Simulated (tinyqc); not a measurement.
Correlation length: interface roughness in a thin film (subband fluctuation and scattering).

Square well of width t, barriers V0, c = hbar^2/2m0: E1 solves k t + 2 atan[(k/mz)/(kappa/mb)] = pi, k = sqrt(mz E/c), kappa = sqrt(mb (V0 - E)/c). One interface is rough, so the subband edge fluctuates by G dt with G = |dE1/dt| (central difference of 0.01 angstrom; 2 E1/t for hard walls).

Gaussian roughness spectrum S(q) = pi D^2 Lc^2 exp(-q^2 Lc^2/4). Degenerate gas, taken to fill one subband (the second starts to fill once c kF^2/md exceeds E2 - E1, which is not tested here): kF = sqrt(2 pi Ns/gv), q = 2 kF sin(theta/2), 1/tau = (md/(2 pi c hbar)) G^2 times the integral from 0 to pi of S(q)(1 - cos theta)/eps(q)^2 dtheta, eps(q) = 1 + qs/q with screening (qs = gv md q0/(c eps), q0 = e^2/(4 pi eps0), form factors left out, which overstates the screening; other scattering is left out too, so these values lie far above measured mobilities in all but the thinnest films) or 1 without; mobility = tau c2/md with c2 = e/m0 = 1.75882e15 cm^2/(V s^2); 1e12/cm^2 = 1e-4/angstrom^2.

Constants: hbar^2/2m0 = 3.80998211 eV angstrom^2; hbar = 6.58211957e-16 eV s; e^2/(4 pi eps0) = 14.39964547 eV angstrom.

Values chosen for the exercise (near those of a thin InGaAs channel; shifted at random, so the results belong to these values and not to a real crystal):
- t = 74 angstrom (film thickness)
- mz = 0.046 m0 (confinement mass)
- V0 = 2.07 eV (barrier)
- mb = 0.26 m0 (barrier mass)
- md = 0.045 m0 (mass in the plane)
- gv = 1 (valleys)
- D = 4 angstrom (rms height of the roughness)
- Ns = 1.4 x 1e12/cm^2 (sheet density)
- eps = 11.2 (mean dielectric constant at the channel)
- Ll = (5, 10, 16, 25, 40, 65, 100) angstrom (correlation lengths)

Fixed D; bare and screened mobility.

Results:

| Lc (angstrom) | kF Lc | bare mobility (cm^2/(V s)) | screened mobility (cm^2/(V s)) |
|---|---|---|---|
| 5 | 0.15 | 1.47e+06 | 2.53e+06 |
| 10 | 0.30 | 3.85e+05 | 6.66e+05 |
| 16 | 0.47 | 1.67e+05 | 2.89e+05 |
| 25 | 0.74 | 8.64e+04 | 1.51e+05 |
| 40 | 1.19 | 6.05e+04 | 1.10e+05 |
| 65 | 1.93 | 8.10e+04 | 1.69e+05 |
| 100 | 2.97 | 1.50e+05 | 4.27e+05 |

The bare mobility is lowest at Lc = 40 angstrom of those listed (kF Lc = 1.19). The screened mobility is lowest at Lc = 40 angstrom of those listed (kF Lc = 1.19). Short roughness averages out (mobility as 1/Lc^2; the first two rows give exponent -1.93), and long roughness deflects only by small angles (bare mobility rising as Lc; the last two rows give 1.42).

(tinyqc, `OMP_NUM_THREADS=1 python tinyqc.py 1250406 1250407 out.jsonl`, Intel(R) Xeon(R) Processor @ 2.30GHz, 1 thread, shared host, about 0.01 s.)
